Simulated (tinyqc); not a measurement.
From space width back to amplification rate k_amp: chemically amplified photoresist: aerial image, acid generation, bake, development and line width. Computed by tinyqc, a small Python program. Command: `OMP_NUM_THREADS=1 python tinyqc.py 3006346 3006347 out.jsonl resist inv`. One thread of a shared host (Intel(R) Xeon(R) Processor @ 2.30GHz), about 0.08 s of CPU time with the checks.

Lines and spaces of pitch p with a two-beam-like image; x = 0 is the middle of the bright space. The resist is positive and treated as uniform in depth.

Inputs (values chosen for the exercise, for a model resist at 193 nm):
```
quantity,value,unit
pitch p,100,nm
image contrast c,0.59,-
mean dose E,10.2,mJ/cm^2
Dill parameter C,0.018,cm^2/mJ
"quencher load q, relative to the acid generator",0.1,-
acid diffusivity D,0.82,nm^2/s
bake time t,60,s
threshold protection m_th,0.61,-
development selectivity n,3,-
largest rate r_max,100,nm/s
smallest rate r_min,0.13,nm/s
resist thickness d,85,nm
development time t_d,45,s
```

Method:
- Dose E(x) = E [1 + c cos(2 pi x/p)]; acid h = 1 - exp(-C E(x)).
- Bake: the acid image is blurred by a Gaussian of variance sigma^2 = 2 D t (each Fourier term k of h, taken on 64 points, is multiplied by exp(-4 pi^2 k^2 D t/p^2)).
- The quencher then removes q, h_eff = max(h_blurred - q, 0); protection m = exp(-k_amp t h_eff).
- Mack rate r = r_max (a + 1)(1 - m)^n/(a + (1 - m)^n) + r_min, a = ((n + 1)/(n - 1))(1 - m_th)^n.
- Edge: vertical development clears the film where r t_d >= d; the space width is twice the x where r = d/t_d.
- Dose sensitivity = d ln(width)/d ln E from widths at 1.005 E and E/1.005; image log-slope at the edge = |d ln E/dx|, normalised by the width (NILS); latitude for 10 % of width = 10 %/sensitivity.

Question. A run gave the result below. Find the amplification rate k_amp, known to lie between 0.017 and 0.051 1/s.

space width = 45.83096 nm

Answer.

Each step takes the trial c = (a f_b - b f_a)/(f_b - f_a), f being the result less the target and a, b, c the logarithms of the listed values; c replaces end b, the old b replaces a if the sign of f changed, and otherwise f_a is halved.

Scan of the range:
```
amplification rate k_amp (1/s),space width (nm)
0.0170,16.2999
0.0204,30.7606
0.0245,39.6772
0.0294,46.3485
0.0354,51.8030
0.0425,56.2585
0.0510,60.0250
```

False position (Illinois rule, in the logarithm of the input) inside the bracket:
```
step,end a,end b,trial,space width (nm)
1,0.0245000,0.0294000,0.0289871,45.8848
2,0.0245000,0.0289871,0.0289034,45.7890
3,0.0289871,0.0289034,0.0289400,45.8310
4,0.0289034,0.0289400,0.0289400,45.8310
```

Space width rises at every point of a 13-point scan of the range (every second point is shown), so one value fits; it is bracketed by 0.0245 and 0.0294. Answer: amplification rate k_amp = 0.02894 1/s.

Caution: lateral development, standing waves and the joint diffusion of acid and quencher are left out, so widths are indicative.
